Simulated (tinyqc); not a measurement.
# Resistance of a tapered via with liner, size effect and interface, step by step

Program tinyqc, `OMP_NUM_THREADS=1 python tinyqc.py 2750162 2750163 out.jsonl`; Intel Xeon 2.30GHz, shared host, one thread, about 0.01 s. Printed values are rounded.

A round via whose diameter grows from db at the bottom as D(z) = db + 2 z/tan(ang). The fill, of diameter D - 2 tl, starts above the bottom liner (thickness fb tl) and has rho = rho0 (1 + ks lam/(D - 2 tl)); the sidewall liner conducts in parallel with it. The bottom liner and the interface are crossed over the full area pi db^2/4. Spreading in the lines above and below is left out.

Parameters, values chosen for the exercise; fill metal close to copper: diameter at the bottom db = 29 nm; height hv = 95 nm; sidewall angle ang = 88 degrees; bulk resistivity of the fill rho0 = 1.64 uohm cm; mean free path of the fill lam = 41 nm; size-effect factor ks = 1.5; liner on the sidewall tl = 2 nm; liner at the bottom over that on the sidewall fb = 0.5; resistivity of the liner rl = 210 uohm cm; interface resistivity at the bottom ri = 1e-12 ohm cm^2; ballistic conductance per area, about 3/(4 rho0 lam) Sb = 1.1e15 S/m^2.

## Slices of the via

Slices between z0 = fb tl and hv, evaluated at their midpoints: conductance per length pi/4 [(D - 2 tl)^2/rho + (D^2 - (D - 2 tl)^2)/rl], slice resistance = slice height over that. 9 slices.

```
slice,z (nm),D (nm),rho (uohm cm),slice resistance (ohm)
0,6.222222,29.43457,5.605469,1.141940
1,16.66667,30.16403,5.494911,1.058334
2,27.11111,30.89348,5.390351,0.9830380
3,37.55556,31.62294,5.291313,0.9150267
4,48,32.35239,5.197372,0.8534244
5,58.44444,33.08185,5.108143,0.7974797
6,68.88889,33.81131,5.023280,0.7465453
7,79.33333,34.54076,4.942472,0.7000619
8,89.77778,35.27022,4.865433,0.6575441
```

## Total resistance

R_fill = sum of the slices; R_bottom = rl fb tl/(pi db^2/4); R_interface = ri/(pi db^2/4); ballistic (Sharvin) limit 1/(Sb pi (db - 2 tl)^2/4); ideal cylinder rho0 hv/(pi db^2/4).

parts (ohm): fill 7.853395, bottom liner 3.179314, interface 0.1513959
R = 11.18410 ohm
shares (%): fill 70.21925, bottom liner 28.42708, interface 1.35367
ballistic limit = 1.851985 ohm
ideal cylinder = 2.358748 ohm

The fill is the largest part, and R is 4.74 times the ideal cylinder. With 2000 slices R = 11.186 ohm.
